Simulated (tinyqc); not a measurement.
# Energy and delay of logic against supply voltage, step by step

Program tinyqc, `OMP_NUM_THREADS=1 python tinyqc.py 2082186 2082187 out.jsonl`; Intel Xeon 2.30GHz, shared host, one thread, about 0.01 s. Printed values are rounded.

One expression serves below and above threshold: I(Vg) = Ik [ln(1 + exp((Vg - VT + dd V)/(al nf Vt)))]^al, with I_on = I(V) and I_off = I(0). Gate delay td = kd C V/I_on, clock period LD td. Per gate and cycle the switching energy is act C V^2 and the leakage energy I_off V LD td. No short-circuit current, no variation. Minima are sought above 0.09 V; below a few Vt gates no longer switch and the model has no meaning.

Parameters, values chosen for the exercise; values of the order met in logic technologies: temperature T = 300 K; threshold voltage at zero drain bias VT = 0.35 V; slope factor nf = 1.29; barrier lowering per volt of supply dd = 0.08; specific current of a gate Ik = 0.38 uA; exponent of the current law al = 1.6; load capacitance of a gate C = 2.7 fF; delay factor kd = 0.8; logic depth LD = 16; activity factor act = 0.02; supply voltage V = 0.95 V.

Constants: q = 1.602176634e-19 C, kB = 1.380649e-23 J/K, Vt = kB T/q. Results are converted to the units shown.

## Currents, delay and energies

I_on, I_off, td, clock frequency 1/(LD td), both energies and their sum.

I_on = 22.0888 uA
I_off = 0.102218 nA
td = 92.8977 ps
clock frequency = 0.672783 GHz
switching energy = 48.7350 aJ
leakage energy = 0.144337 aJ
energy = 48.8793 aJ

I_on/I_off = 2.16e5; leakage makes up 0.295 % of the energy.

## Starting value

V = 0.29 V.

V at the start = 0.29 V

## Iteration 1: new V

Minimum-energy supply: E(V) is the energy per gate and cycle; with h = 0.001 V, E' = (E(V + h) - E(V - h))/(2 h), E'' = (E(V - h) - 2 E(V) + E(V + h))/h^2, V(new) = V - E'/E''.

E' = 19.5555 aJ/V
E'' = 352.544 aJ/V^2
V after iteration 1 = 0.234530 V

## Iteration 2: new V

As before.

E' = -10.8965 aJ/V
E'' = 810.938 aJ/V^2
V after iteration 2 = 0.247967 V

## Course of the iteration

Stop when the step is below 1e-9 V, or after 40 iterations.

Course of the iteration:
```
iteration,V before the step (V),step (V)
1,0.29,-0.0555
2,0.234530,0.0134
3,0.247967,1.55e-3
4,0.249517,1.86e-5
5,0.249536,2.29e-9
6,0.249536,-3.84e-14
```

Converged in 6 iterations. There leakage makes up 29.7 % of the energy and the clock runs at 3.35 MHz.
